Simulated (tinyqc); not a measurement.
MOS structure on a p-type body, non-linear Poisson equation by Newton steps: effect of the acceptor density deep in the body on threshold, swing and body effect.

One dimension, insulator interface at x = 0, acceptor density Na, uniform, net doping C = -(acceptor density). psi is counted from the intrinsic level: n = ni exp((psi - Vb)/Vt), p = ni exp(-psi/Vt); deep in the body psi_b = -Vt ln(Na/ni). The gate acts through Cox = eps0 eox/tox and has the potential psi_G = Vg - (phiM - chi - Vt ln(Nc/ni)). Boltzmann statistics, full ionisation, classical densities, no oxide or interface charge.

ni = sqrt(Nc Nv) exp(-Eg/(2 Vt)), Eg in volts. The Poisson equation d/dx(eps0 eps_r dpsi/dx) = -q (p - n + C), with eps0 eps_r dpsi/dx = -Cox (psi_G - psi_0) at x = 0, is solved on a mesh of about 600 nodes or more. N_inv is the integral of n less its value deep in the body. VT is the Vg at which N_inv = 2e11 cm^-2. m = 1/(dpsi_0/dVg) at N_inv = 1e8 cm^-2; the swing is the Vg between N_inv = 1e8 and 1e9 cm^-2; body coefficient [VT(Vb + 0.05 V) - VT(Vb)]/0.05 V - 1.

Inputs (values chosen for the exercise); band and dielectric values close to those of silicon:
```
symbol    value   unit                                                                 meaning
T           300      K                                                             temperature
Eg         1.11     eV                                                                band gap
eps_r      11.6                                                          relative permittivity
Nc       2.8e19  cm^-3                                  conduction-band density of states at T
Nv      2.66e19  cm^-3                                     valence-band density of states at T
chi        4.02     eV                                                       electron affinity
eox         3.9         relative permittivity of the gate insulator (close to silicon dioxide)
tox         4.4     nm                                                     insulator thickness
phiM       4.14     eV                                                      gate work function
Vb            0      V                         electron quasi-Fermi potential against the body
```

Constants: q = 1.602176634e-19 C, kB = 1.380649e-23 J/K, Vt = kB T/q, eps0 = 8.8541878128e-14 F/cm where lengths are in cm. Results are converted to the units shown.

Result of one run:
```
Na (cm^-3)  VT (V)  psi_0 - psi_b at VT (V)  m - 1  swing (mV/decade)  body coefficient
9.2e16       0.287                    0.884  0.138               69.0             0.134
```

What becomes of these results when the acceptor density deep in the body Na is changed from 9.2e16 to 4.2e16 cm^-3, all else the same?

Result of the changed run:
```
Na (cm^-3)  VT (V)  psi_0 - psi_b at VT (V)   m - 1  swing (mV/decade)  body coefficient
4.2e16       0.208                    0.855  0.0955               66.6            0.0968
```

The whole series:
```
Na (cm^-3)  VT (V)  psi_0 - psi_b at VT (V)   m - 1  swing (mV/decade)  body coefficient
4.2e16       0.208                    0.855  0.0955               66.6            0.0968
6.2e16       0.243                    0.869   0.114               67.7             0.114
9.2e16       0.287                    0.884   0.138               69.0             0.134
1.3e17       0.332                    0.898   0.162               70.4             0.156
2e17         0.399                    0.914   0.198               72.6             0.188
2.9e17       0.470                    0.929   0.236               74.8             0.222
4.2e17       0.554                    0.943   0.281               77.4             0.262
```

As Na goes from 4.2e16 to 4.2e17, VT rises from 0.208 to 0.554 V, the swing rises from 66.6 to 77.4 mV/decade and the body coefficient rises from 0.0968 to 0.262. The swing stays within 2.1 % of m Vt ln 10, and the body coefficient within 0.019 of m - 1.

Program tinyqc, `OMP_NUM_THREADS=1 python tinyqc.py 2080045 2080046 out.jsonl`; Intel Xeon 2.30GHz, shared host, one thread, about 0.3 s.
